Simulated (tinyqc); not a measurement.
Inside a calculation. Model: strain-driven roughening and islands of a mismatched epitaxial film. Computed by tinyqc, a small Python program that keeps every step. Command: `OMP_NUM_THREADS=1 python tinyqc.py 3026909 3026910 out.jsonl island walk`. One thread of a shared host (Intel(R) Xeon(R) Processor @ 2.30GHz), about 0.01 s of CPU time with the checks. Intermediate numbers are printed to about 6 digits and carried at full precision; extremes and crossings named in words are read from the listed rows.

Film and substrate share isotropic elastic constants; the film is coherent and biaxially strained.

Inputs (values chosen for the exercise, modelled on GaN on AlN):
```
quantity                                      value       unit
misfit |f|                                   0.0233          -
shear modulus G                                 117        GPa
Poisson ratio nu                               0.21          -
surface energy gamma                           1.74      J/m^2
contact angle of the shallow shape theta_1     11.5    degrees
contact angle of the steep shape theta_2       31.4    degrees
facet energy of shape 1 over gamma            1.009          -
facet energy of shape 2 over gamma            1.028          -
wetting energy gamma_s - gamma                0.054      J/m^2
decay length of wetting delta                   0.2         nm
surface mobility D_s nu_s Omega^2/(k_B T)   3.1e-34  m^6/(J s)
initial ripple amplitude A0                     0.3         nm
ripple wavelength over the critical one         1.5          -
island volume V                                 110       nm^3
```

Transport: surface diffusion.

Constants: e = 1.602176634e-19 C.

## Elastic energy of the flat film

M = 2 G (1 + nu)/(1 - nu); stress = M f; energy density w = M f^2.

biaxial modulus M = 358.405 GPa

stress = 8.35084 GPa

energy density w = 194.575 MJ/m^3

## Asaro-Tiller-Grinfeld instability

A ripple A cos(k x) has the surface chemical potential per volume [gamma k^2 - 2 (1 + nu) w k] A cos(k x), so k_c = 2 (1 + nu) w/gamma. With surface diffusion the amplitude grows at the rate q = B k^2 [2 (1 + nu) w k - gamma k^2], fastest at k_m = (3/4) k_c. B is the surface mobility.

k_c = 0.270615 1/nm

critical wavelength = 23.2182 nm

fastest wavelength = 30.9575 nm

growth time 1/q at k_m = 3.27761 s

A ripple of A0 needs about 5.4 s to reach a twentieth of its wavelength.

## A ripple of given wavelength

A ripple A cos(k x) has the surface chemical potential per volume [gamma k^2 - 2 (1 + nu) w k] A cos(k x), so k_c = 2 (1 + nu) w/gamma. With surface diffusion the amplitude grows at the rate q = B k^2 [2 (1 + nu) w k - gamma k^2], fastest at k_m = (3/4) k_c. B is the surface mobility. Stress at the trough = stress x (1 + 2 k A).

k = 0.180410 1/nm

rate q = 0.285709 1/s

q over the largest rate = 0.936443

stress concentration at A0 = 1.10825

The ripple grows.

## Wetting layer

The surface energy depends on thickness as gamma + (gamma_s - gamma) exp(-h/delta). Its curvature adds W2 = (gamma_s - gamma) exp(-h/delta)/delta^2 to the restoring terms; the flat film is stable while W2 > (1 + nu)^2 w^2/gamma, which gives h_c = delta ln[(gamma_s - gamma) gamma/(delta^2 (1 + nu)^2 w^2)], or 0 if negative.

wetting-layer thickness h_c = 0.749326 nm

Layer-by-layer growth up to h_c, then roughening: the Stranski-Krastanov mode.

## Island nucleation

Shallow faceted island (Tersoff form): E = 4 Gam V^(2/3) tan^(1/3)(theta) - 6 c V tan(theta), Gam = gamma [x/sin(theta) - 1/tan(theta)], x the facet energy over gamma, c = stress^2 (1 - nu)/(2 pi G). The barrier is the maximum of E, at V_c = [4 Gam/(9 c)]^3 / tan^2(theta) (1 GPa nm = 1 J/m^2).

c = 0.0749413 GPa

Gam of shape 1 = 0.253757 J/m^2

critical volume, shape 1 = 82.3412 nm^3

barrier, shape 1 = 23.5078 eV

Gam of shape 2 = 0.582603 J/m^2

critical volume, shape 2 = 110.706 nm^3

barrier, shape 2 = 94.8247 eV

The shallow shape has the lower barrier. Each barrier is a third of the surface term at V_c and scales as Gam^3/c^2, that is as f^(-4).

## Which shape at the volume V

The two energies cross at V_x^(1/3) = 4 [Gam_2 t2^(1/3) - Gam_1 t1^(1/3)]/(6 c (t2 - t1)), t = tan(theta); mu = dE/dV.

E of shape 1 = 22.7345 eV

E of shape 2 = 94.8234 eV

crossing volume V_x = 428.799 nm^3

jump of mu at V_x, shape 2 less shape 1 = -60.9948 MJ/m^3

At V the shallow shape is lower, though both lie above the flat film. At V_x the chemical potential drops, so islands that have turned steep grow at the cost of the shallow ones. Caution: the shallow-slope form overstates the relaxation of facets steeper than about 25 degrees.

## Scaling with the misfit

A ripple A cos(k x) has the surface chemical potential per volume [gamma k^2 - 2 (1 + nu) w k] A cos(k x), so k_c = 2 (1 + nu) w/gamma. With surface diffusion the amplitude grows at the rate q = B k^2 [2 (1 + nu) w k - gamma k^2], fastest at k_m = (3/4) k_c. V_c = [4 Gam/(9 c)]^3/tan^2(theta), barrier = (4/3) Gam V_c^(2/3) tan^(1/3)(theta); the growth time is 1/q at k_m.

Misfit scaled at fixed constants:
```
|f| (%)  fastest wavelength (nm)  growth time (s)  V_c of shape 1 (nm^3)  barrier of shape 1 (eV)
0.5825                   495.321      2.14801e+05            3.37269e+05              6.01800e+03
0.8155                   252.715      1.45550e+04            4.47929e+04              1.56653e+03
1.1650                   123.830      8.39067e+02            5.26983e+03              3.76125e+02
1.6310                    63.179      5.68555e+01            6.99888e+02              9.79084e+01
2.3300                    30.958      3.27761e+00            8.23412e+01              2.35078e+01
3.2620                    15.795      2.22092e-01            1.09358e+01              6.11927e+00
```

Halving the misfit stretches the wavelength 4 times, the barrier 16 times, the volume 64 times and the time 256 times: f^(-2), f^(-4), f^(-6), f^(-8). Over these rows the time spans 6.0 decades: strongly mismatched films tend to roughen first, while dilute alloys have time to stay flat. Rows with wavelengths under 10 nm or volumes under 5 nm^3 are beyond the continuum picture.

Checks made by the program: k_m against a numerical maximum of the rate (relative difference 5e-10).
